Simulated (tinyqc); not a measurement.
Monte Carlo simulation of one carrier in a uniform electric field: one step, computed by the program tinyqc. Command: `OMP_NUM_THREADS=1 python tinyqc.py 3017593 3017594 out.jsonl mcfl walk`. One thread of a shared host (Intel(R) Xeon(R) Processor @ 2.30GHz), about 3 s of CPU time with the checks.

The force e F acts along +z. Flights end at the constant total rate Gamma; the part of Gamma that the real rates do not fill is self-scattering, which leaves k unchanged. One valley, no impurities and no intervalley scattering.

Question. Scattering event 2. Parabolic band: E = hbar^2 k^2/(2 m), speed v = hbar k/m, states per spin, volume and energy g(E) = m k/(2 pi^2 hbar^2). Masses are multiplied by m_0 and all formulas are in SI units. Phonon occupation N_q = 1/(exp(hbar w/(k_B T)) - 1). Acoustic deformation potential (elastic, equipartition, absorption and emission together): 1/tau = 2 pi k_B T D_A^2 g(E)/(hbar rho v_l^2). Polar optical, unscreened: W = e^2 w (1/eps_inf - 1/eps_s) m (1 + 2 alpha E') ln|(k + k')/(k - k')| / (4 pi eps_0 hbar^2 k), times N_q for absorption (E' = E + hbar w) and N_q + 1 for emission (E' = E - hbar w > 0), with alpha = 0 for a parabolic band; mean cosine of the angle <cos> = (k^2 + k'^2)/(2 k k') - 1/ln|(k + k')/(k - k')|. Choice: with cumulative rates in the order acoustic, absorption, emission, the process is the first whose sum exceeds r2 Gamma; if none, self-scattering. Final state: E' = E, E + hbar w or E - hbar w gives k'. Isotropic processes: cos(theta) = 1 - 2 r3 from the z axis, phi = 2 pi r4, k' (sin theta cos phi, sin theta sin phi, cos theta). Polar processes: cos(b) = [1 + xi - (1 + 2 xi)^r3]/xi, xi = 2 k k'/(k - k')^2, b from the old direction n; new direction cos b n + sin b (cos phi e1 + sin phi e2), e1 = (z x n)/|z x n|, e2 = n x e1. Use row 2 of the random numbers.

Inputs (values chosen for the exercise, modelled on InAs):

| quantity | value | unit |
|---|---|---|
| effective mass m | 0.0236 | m_0 |
| static permittivity eps_s | 15.1 | - |
| high-frequency permittivity eps_inf | 12.3 | - |
| density rho | 5680 | kg/m^3 |
| sound velocity v_l | 4410 | m/s |
| acoustic deformation potential D_A | 5.7 | eV |
| optical phonon energy hbar w | 29.8 | meV |
| lattice temperature T | 200 | K |

Crystal: polar. Band: parabolic.

k at the end of the flight (1/nm): 0.0720779  -0.0748148  -0.1977518

Random numbers (0.02 to 0.98, from up to 60 sets tried for early real events), one row a flight:
```
       r1      r2      r3      r4
1  0.5753  0.4747  0.4252  0.0356
2  0.7667  0.8509  0.8404  0.5345
3  0.5823  0.3432  0.4211  0.7337
4  0.1208  0.3199  0.7601  0.4404
5  0.0343  0.5851  0.5205  0.4783
6  0.0837  0.9569  0.8293  0.0613
7  0.6232  0.0293  0.7690  0.5704
```

Gamma = 4.587083 1e12/s

Constants: hbar = 1.054571817e-34 J s; m_0 = 9.1093837015e-31 kg; e = 1.602176634e-19 C; k_B = 1.380649e-23 J/K; hbar = 6.582119569e-16 eV s; eps_0 = 8.8541878128e-12 F/m; k_B = 8.617333262e-05 eV/K.

Give: cumulative rates; r2 Gamma; process chosen; k after event 2, the start of the next flight.

Answer.

cumulative rates (1e12/s): acoustic 0.027, absorption 0.775, emission 4.359

r2 Gamma = 3.903 1e12/s

Process chosen: emission

k after event 2, the start of the next flight (1/nm): -0.1475  -0.0965  -0.0194
